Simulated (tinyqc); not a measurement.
# Changing the temperature T

Model: competing polymorphs of an oxide film: bulk, surface, grain-boundary, dopant and field terms. Computed by tinyqc, a small Python program. Command: `OMP_NUM_THREADS=1 python tinyqc.py 3002096 3002097 out.jsonl polymorph sweep`. One thread of a shared host (Intel(R) Xeon(R) Processor @ 2.30GHz), about 0.01 s of CPU time with the checks.

Phases: monoclinic m (reference), polar orthorhombic o, tetragonal t. Free energies per formula unit (f.u.); 1 J/m^2 x angstrom^3/nm = 6.241509 meV.

Inputs (values chosen for the exercise, for a model oxide):
```
quantity                                    value          unit
energy of the polar phase o over m           66.4      meV/f.u.
energy of the tetragonal phase t over m       118      meV/f.u.
entropy of o over m                        0.0073  meV/(f.u. K)
entropy of t over m                         0.046  meV/(f.u. K)
surface energy of m                          2.92         J/m^2
surface energy of o                          2.27         J/m^2
surface energy of t                          2.06         J/m^2
grain-boundary energy over surface energy    0.53             -
volume per formula unit Omega                32.5    angstrom^3
film thickness h                              8.8            nm
grain radius R                                 15            nm
dopant content x                              1.4             %
shift of o per % of dopant                   -5.7      meV/f.u.
shift of t per % of dopant                    -15      meV/f.u.
width sigma of ln R                          0.43             -
interlayer thickness (SiO2)                     1            nm
```

Geometry: columnar grains in a film.

permittivities of m, o, t: 19  25  44

Method:
- Bulk term b = H - T S + (shift) x, zero for m. The undoped bulk turns from m to t at T = H_t/S_t.
- Area per volume: A = 2/h + f_b/R (two free faces; the side wall 2/R is shared by two grains and carries f_b gamma); G = b + gamma Omega A.
- With G = b + gamma Omega A (b the bulk free energy per formula unit, A the area per volume), two phases i, j cross at A_ij = (b_j - b_i)/(Omega (gamma_i - gamma_j)); o has a window only if A_mo < A_ot.
- Grain radii are log-normal by volume with median R and width sigma; the share with A above A* is that with radius below R*, R* = f_b/(A* - 2/h) (all grains if A* <= 2/h), share = (1/2) erfc[-ln(R*/R)/(sqrt 2 sigma)]. Effective permittivity of a layer of thickness h built of such grains, taken in parallel: sum of share x eps; EOT = interlayer + 3.9 h/eps.

One run for each value:
```
temperature T (K)  G(o) - G(m) (meV/f.u.)  G(t) - G(o) (meV/f.u.)  share of o  A_ot (1/nm)
200                                 22.33                   19.65   2.197e-05       0.7240
350                                 21.24                   13.85   3.309e-05       0.5877
500                                 20.14                    8.04   4.167e-05       0.4514
650                                 19.05                    2.24           0       0.3152
800                                 17.95                   -3.57           0       0.1789
950                                 16.86                   -9.37           0       0.0426
1100                                15.76                  -15.18           0      -0.0937
1250                                14.67                  -20.98           0      -0.2299
1400                                13.57                  -26.79           0      -0.3662
```

Describe and explain the trends.

Over the rows, G(o) - G(m) (meV/f.u.) falls from 22.3 to 13.6; G(t) - G(o) (meV/f.u.) falls from 19.7 to -26.8; share of o goes from 2.20e-5 through a maximum among these rows, 4.17e-5 at 500, to 0. G(t) - G(o) falls by 0.039 meV per kelvin, the entropy excess of t over o, and changes sign between 650 and 800 K: of these two phases t is the lower when hot and o when cold.

Caution (all rows): this is an equilibrium ranking; real films often keep the phase that nucleates first on cooling from t.

Extremes, crossings and ranges named in words are read from the listed rows.
